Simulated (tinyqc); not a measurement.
Two-band k.p model of the Delta valleys near the X point under shear strain: one step. Position, depth and masses of the minimum. Five cases, with inputs chosen for the exercise.

Task: For |eta| < 1: k_min = k0 sqrt(1 - eta^2), E_min = -Delta eta^2/2, ml(eta) = ml/(1 - eta^2), 1/m[110] = 1/mt + eta/Mp, 1/m[1-10] = 1/mt - eta/Mp. For |eta| > 1 the minimum sits at X: E_min = -Delta (2 |eta| - 1)/2, ml(eta) = ml/(1 - 1/|eta|), and eta is replaced by its sign in the transverse masses.

Case 1.

Values chosen (out of a larger set: near those of Si; not measured data): ml = 0.902 m0 (longitudinal mass); mt = 0.196 m0 (transverse mass); Mp = 0.225 m0 (coupling mass).

k0 = 0.1767796 1/angstrom
Delta = 0.2640040 eV
eta = 0.058635

Case 2.

Values chosen (out of a larger set: near those of Si; not measured data): ml = 0.894 m0 (longitudinal mass); mt = 0.202 m0 (transverse mass); Mp = 0.226 m0 (coupling mass).

k0 = 0.1739210 1/angstrom
Delta = 0.2578216 eV
eta = -1.179110

Case 3.

Values chosen (out of a larger set: near those of Si; not measured data): ml = 0.94 m0 (longitudinal mass); mt = 0.2 m0 (transverse mass); Mp = 0.227 m0 (coupling mass).

k0 = 0.1748868 1/angstrom
Delta = 0.2479358 eV
eta = 0.516827

Case 4.

Values chosen (out of a larger set: near those of Si; not measured data): ml = 0.909 m0 (longitudinal mass); mt = 0.197 m0 (transverse mass); Mp = 0.228 m0 (coupling mass).

k0 = 0.1680306 1/angstrom
Delta = 0.2366823 eV
eta = 0.099120

Case 5.

Values chosen (out of a larger set: near those of Si; not measured data): ml = 0.904 m0 (longitudinal mass); mt = 0.196 m0 (transverse mass); Mp = 0.242 m0 (coupling mass).

k0 = 0.1676287 1/angstrom
Delta = 0.2368542 eV
eta = 0.382514

Give: k_min; E_min; ml(eta); masses along [110] and [1-10].

Result:

Case 1.

k_min = 0.1765 1/angstrom
E_min = -0.45 meV
ml(eta) = 0.905 m0

masses along [110] and [1-10] (m0): [0.1865, 0.2066]

The minimum has moved 0.2 % of the way to X; electrons are lighter along [110] (-4.9 % against mt) and heavier across (+5.4 %).

Case 2.

k_min = 0.0000 1/angstrom
E_min = -175.09 meV
ml(eta) = 5.885 m0

masses along [110] and [1-10] (m0): [1.9022, 0.1067]

The two valleys have merged at X; electrons are lighter along [1-10] (-47.2 % against mt) and heavier across (+841.7 %).

Case 3.

k_min = 0.1497 1/angstrom
E_min = -33.11 meV
ml(eta) = 1.283 m0

masses along [110] and [1-10] (m0): [0.1374, 0.3672]

The minimum has moved 14.4 % of the way to X; electrons are lighter along [110] (-31.3 % against mt) and heavier across (+83.6 %).

Case 4.

k_min = 0.1672 1/angstrom
E_min = -1.16 meV
ml(eta) = 0.918 m0

masses along [110] and [1-10] (m0): [0.1815, 0.2155]

The minimum has moved 0.5 % of the way to X; electrons are lighter along [110] (-7.9 % against mt) and heavier across (+9.4 %).

Case 5.

k_min = 0.1549 1/angstrom
E_min = -17.33 meV
ml(eta) = 1.059 m0

masses along [110] and [1-10] (m0): [0.1496, 0.2840]

The minimum has moved 7.6 % of the way to X; electrons are lighter along [110] (-23.7 % against mt) and heavier across (+44.9 %).

Computed by tinyqc, one run a case: `OMP_NUM_THREADS=1 python tinyqc.py N N+1 out.jsonl` with N = 1050584, 1050782, 1050870, 1050896, 1050916; one thread of a shared Intel(R) Xeon(R) Processor @ 2.30GHz, about 0.01 s a run at most.
